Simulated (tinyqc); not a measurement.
Resonant-tunnelling diode, transfer matrices and Tsu-Esaki current: one step of the calculation.

Emitter (band edge 0), barrier d1, well Lw, barrier d2, spacer ds, collector (edge -V). The bias drops linearly over these layers and none in the contacts; each layer is cut into ns equal slices, flat at the value of their centres. E is the energy of motion across the layers, C = hbar^2/(2 m0), psi and psi'/m are continuous. Transport is coherent, T(E) is taken as independent of the transverse momentum, and charge in the well is ignored.

Task. Breit-Wigner parameters from a parabola through 1/T(E). Near a resonance 1/T(E) = (1/Tp) [1 + (2 (E - Er)/G)^2]. With y = 1/T(E) at E0 - h, E0, E0 + h: a = (y1 + y3 - 2 y2)/(2 h^2), b = (y3 - y1)/(2 h), Er = E0 - b/(2 a), 1/Tp = y2 - b^2/(4 a), G = 2 sqrt(1/(Tp a)), tau = hbar/G.

Constants: q = 1.602176634e-19 C, hbar = 1.054571817e-34 J s. Results are converted to the units shown.

three energies (eV): [0.048083, 0.052783, 0.057483]
T(E) at these energies: [0.47577151, 0.85747485, 0.75907801]

Find: Er; Tp; G; tau.

Result.

Er = 0.054479 eV
Tp = 0.91288
G = 13.346 meV
tau = 49.318 fs

The true maximum of T(E) lies at 0.054263 eV with height 0.8948 and full width 14.75 meV; the fitted G is 9.5 % below that width.

Computed by the program tinyqc: `OMP_NUM_THREADS=1 python tinyqc.py 2600112 2600113 out.jsonl`, one thread of a shared Intel Xeon 2.30GHz, about 0.1 s for the whole run.
